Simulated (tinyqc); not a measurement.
Density of surface states from the Kelvin-probe reading.

Inverse problem. n-type bulk, xi = Ec - EF = Vt ln(Nc/Nd), p0 = ni^2/Nd, ni = sqrt(Nc Nv) exp(-Eg/(2 Vt)), Eg in volts. b is the upward band bending, u = b/Vt. Space charge per area, in units of q: Qc = sign(b) sqrt((2 eps0 eps_r Vt/q) [(Nd + dn)(exp(-u) - 1) + Nd u + (p0 + dn)(exp(u) - 1)]), with dn the excess density under light (flat quasi-Fermi levels; 0 in the dark). The states hold -Ds (E0 - xi - b): negative while the Fermi level lies above the neutrality level. Neutrality: Qc + Qf + (charge of the states) = 0. Work function chi + xi + b; contact potential difference CPD = (work function of the sample) - pt. Find b, Qc and Ds.

Parameters, values chosen for the exercise; band and dielectric values those of a made-up semiconductor: temperature T = 300 K; band gap Eg = 1.35 eV; relative permittivity eps_r = 11.3; conduction-band density of states at T Nc = 2.84e19 cm^-3; valence-band density of states at T Nv = 2.41e19 cm^-3; electron affinity chi = 4.42 eV; donor density Nd = 2.9e15 cm^-3; fixed positive charge at the surface Qf = 0 cm^-2; work function of the probe tip pt = 4.47 eV; depth of their neutrality level below the conduction edge E0 = 0.58 eV.

Constants: q = 1.602176634e-19 C, kB = 1.380649e-23 J/K, Vt = kB T/q, eps0 = 8.8541878128e-14 F/cm where lengths are in cm. Results are converted to the units shown.

CPD = 518.19478 mV

Solution. The CPD gives b, b gives Qc, and neutrality gives Ds.

b = 0.331 V
Qc = 1.05e11 cm^-2
Ds = 8.90e12 cm^-2 eV^-1

tinyqc, about 0.03 s, one thread, Intel Xeon 2.30GHz (shared host): `OMP_NUM_THREADS=1 python tinyqc.py 2430098 2430099 out.jsonl`
